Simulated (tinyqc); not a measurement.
# Worked calculation: on-chip interconnect, size-dependent resistivity and RC delay

Numbers from tinyqc (`OMP_NUM_THREADS=1 python tinyqc.py 2100073 2100074 out.jsonl`; about 0.01 s on one thread of a shared Intel Xeon 2.30GHz). Printed values are rounded.

A rectangular line between two neighbours and two ground planes. Surface and grain-boundary scattering are added to the bulk resistivity as corrections; capacitances are parallel-plate values without fringing; inductance is ignored.

Inputs (values chosen for the exercise); metal values close to those of aluminium:
```
symbol,value,unit,meaning
rho0,2.69,uohm cm,bulk resistivity
lam,18.8,nm,bulk mean free path
ps,0,,specular share of surface scattering
Rg,0.37,,reflection coefficient of grain boundaries
gr,0.7,,grain size over the metal width
wd,13,nm,drawn line width
AR,1.6,,"aspect ratio, height over width"
tl,1,nm,"liner on both walls and the bottom, not conducting"
sp,13,nm,space to the neighbouring lines
hd,30,nm,dielectric height to the planes above and below
ek,2.5,,relative permittivity of the dielectric
Mf,2,,Miller factor of the neighbours
Lw,25,um,line length
Rd,1900,ohm,driver resistance
Cl,0.13,fF,load capacitance
dt,5,ps,time step
```

Constants: eps0 = 8.8541878128e-12 F/m. Results are converted to the units shown.

Range of the model: The metal width is under the mean free path, where the thick-limit surface term and the simple sum of corrections lose accuracy.

## Resistivity, resistance and capacitance per length

Metal width x = wd - 2 tl, height y = AR wd - tl; grain boundaries (Mayadas-Shatzkes): al = (lam/(gr x)) Rg/(1 - Rg), g = 1/[1 - 3 al/2 + 3 al^2 - 3 al^3 ln(1 + 1/al)] - 1; surfaces (Fuchs-Sondheimer, thick limit): s = (3/8) lam (1 - ps)(1/x + 1/y); rho = rho0 (1 + g + s); r = rho/(x y); c = eps0 ek (2 wd/hd + 2 Mf AR wd/sp).

x = 11 nm
y = 19.8 nm
al = 1.43393
g = 1.96115
s = 0.996970
rho = 10.6474 uohm cm
r = 488.859 ohm/um
c = 0.160851 fF/um

rho is 3.96 times the bulk value; grain boundaries add more (1.96 against 0.997). The liner takes 19.5 % of the cross-section.

## Ladder and Elmore delays

4 equal pi sections: series Rs = r Lw/4; node capacitances c Lw/4, halved at nodes 0 and 4, with Cl added to node 4; Rd feeds node 0. Elmore delay of node k: the sum, over the resistors on the path to k, of resistance times all capacitance downstream of it.

Rs = 3055.37 ohm

```
node    C (fF)  Elmore delay (ps)
0     0.502660            7.88743
1      1.00532            19.0353
2      1.00532            27.1116
3      1.00532            32.1162
4     0.632660            34.0492
```

The far-end value equals Rd (c Lw + Cl) + r Lw (c Lw/2 + Cl) for any number of pi sections; the line resistance contributes 76.8 % of it.

## Step 1: node voltages after a time step

v at t = 0, node 0 to 4 (V): 0  0  0  0  0

A 1 V step is applied behind Rd at t = 0. C dv/dt = -G v + b, with G the conductance matrix of the ladder (1/Rs between neighbours, 1/Rd added at node 0) and b = (1 V/Rd, 0, ...). Trapezoidal step: (C/dt + G/2) v(new) = (C/dt - G/2) v + b.

v at t = 1 dt, node 0 to 4 (V): 1.11868  0.38868  0.13622  0.05112  0.02883

Node 0 overshoots the 1 V source: the trapezoidal rule rings on modes much faster than dt.

## Step 2: node voltages after a time step

As before.

v at t = 2 dt, node 0 to 4 (V): 0.610076  0.591450  0.344417  0.185827  0.129939

## Course in time

A 1 V step is applied behind Rd at t = 0. C dv/dt = -G v + b, with G the conductance matrix of the ladder (1/Rs between neighbours, 1/Rd added at node 0) and b = (1 V/Rd, 0, ...). Trapezoidal step: (C/dt + G/2) v(new) = (C/dt - G/2) v + b. The last column solves the same ladder exactly by its modes.

Voltages (V):
```
t (ps)  node 0  node 2  node 4  node 4, exact
5.000    1.119  0.1362  0.0288         0.0296
10.00    0.610  0.3444  0.1299         0.1434
15.00    0.990  0.4442  0.2709         0.2730
20.00    0.792  0.5333  0.3907         0.3893
25.00    0.954  0.6138  0.4887         0.4882
30.00    0.879  0.6728  0.5729         0.5714
35.00    0.952  0.7293  0.6422         0.6412
40.00    0.925  0.7712  0.7008         0.6996
45.00    0.960  0.8101  0.7496         0.7485
50.00    0.952  0.8400  0.7904         0.7894
55.00    0.969  0.8669  0.8246         0.8237
60.00    0.968  0.8881  0.8532         0.8524
```

The far end of the ladder reaches 0.5 V at 25.66 ps, 0.753 of its Elmore delay (ln 2 = 0.693 for a single pole); the slowest mode has a time constant of 28.14 ps. The largest error of the trapezoidal steps at that node is 13 mV. Node 0 swings up and down from step to step: the trapezoidal rule does not damp modes much faster than dt, so these swings are numerical.
